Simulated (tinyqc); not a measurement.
## Series resistance and mobility from two gate lengths

Problem. At small Vds the total resistance times width is 2 Rs + L/(mu Q), with the same mu and Q at both lengths. Find mu and Rs.

total resistance at L = 30 and 120 nm (ohm um): [128.57143, 214.28571]
Q = 1.05 uC/cm^2

Solution. The slope against L is 1/(mu Q), and the intercept at L = 0 is 2 Rs.

mu = 1000 cm^2/(V s)
Rs = 50.00 ohm um

Numbers from tinyqc (`OMP_NUM_THREADS=1 python tinyqc.py 2380119 2380120 out.jsonl`; about 0.01 s on one thread of a shared Intel Xeon 2.30GHz).
